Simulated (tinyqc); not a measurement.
Inside a calculation: Wannier exciton and Elliott formula. Values are carried at full precision from step to step, so a last printed digit may differ when a step is redone from the rounded ones.

Constants: Ry = 13.60569312 eV; a0 (Bohr radius) = 0.5291772105 angstrom; hbar^2/2m0 = 3.80998211 eV angstrom^2; kB = 8.617333262e-05 eV/K; e/hbar = 1.519267448e-05 1/(T angstrom^2); muB = 5.788381798e-05 eV/T.

Parameters, chosen for this exercise (near those of GaAs; the results hold for these values, not for the real material): me = 0.069 m0 (electron mass); mh = 0.162 m0 (hole mass); eps = 12.3 (dielectric constant); Eg = 1.513 eV (gap); N = 0.014 x 1e16/cm^3 (density of pairs); T = 300 K (temperature); B = 0.71 T (magnetic field).

## Exciton units

1/mu = 1/me + 1/mh, Ry* = Ry mu/eps^2, a* = a0 eps/mu.

mu = 0.04839 m0
Ry* = 4.352 meV
a* = 134.51 angstrom

## Hydrogen-like series

Binding Ry*/n^2 in three dimensions and Ry*/(n - 1/2)^2 in two; strengths relative to n = 1 go as 1/n^3 and (1/2)^3/(n - 1/2)^3. Lines at Eg less the binding.

Series:

| n | 3D binding (meV) | 3D line (eV) | 3D strength | 2D binding (meV) | 2D line (eV) | 2D strength |
|---|---|---|---|---|---|---|
| 1 | 4.35 | 1.5086 | 1.0000 | 17.41 | 1.4956 | 1.0000 |
| 2 | 1.09 | 1.5119 | 0.1250 | 1.93 | 1.5111 | 0.0370 |
| 3 | 0.48 | 1.5125 | 0.0370 | 0.70 | 1.5123 | 0.0080 |
| 4 | 0.27 | 1.5127 | 0.0156 | 0.36 | 1.5126 | 0.0029 |

## Free pairs and excitons

Saha balance n^2/n_x = K = (mu kB T/(4 pi c))^(3/2) exp(-Ry*/kB T) with n + n_x = N, 1s excitons only, equal spin counts for excitons and free pairs; free share f = 2/(1 + sqrt(1 + 4N/K)); c = hbar^2/2m0, Ry* = Ry mu/eps^2, 1/mu = 1/me + 1/mh, 1/angstrom^3 = 1e24/cm^3.

Give K and f.

K = 11.29 x 1e16/cm^3
free share = 0.9988

N a*^3 = 0.00034, below the Mott range of about 0.01 to 0.02.

## Diamagnetic shift

For the 1s state dE = (e B)^2 <x^2 + y^2>/(8 mu m0) = c ((e/hbar) B)^2 a*^2/(2 mu), c = hbar^2/2m0; it holds while gamma = muB B/(mu Ry*) is small.

dE = 0.08288 meV
gamma = 0.195

gamma is moderate, so the quadratic form is some per cent too high.

## Checks

- 1s binding from the radial equation by finite differences against Ry*, meV: both 4.35.

Run: tinyqc, `OMP_NUM_THREADS=1 python tinyqc.py 1251419 1251420 out.jsonl`; Intel(R) Xeon(R) Processor @ 2.30GHz, one thread, shared host; about 0.01 s of CPU time with all checks.
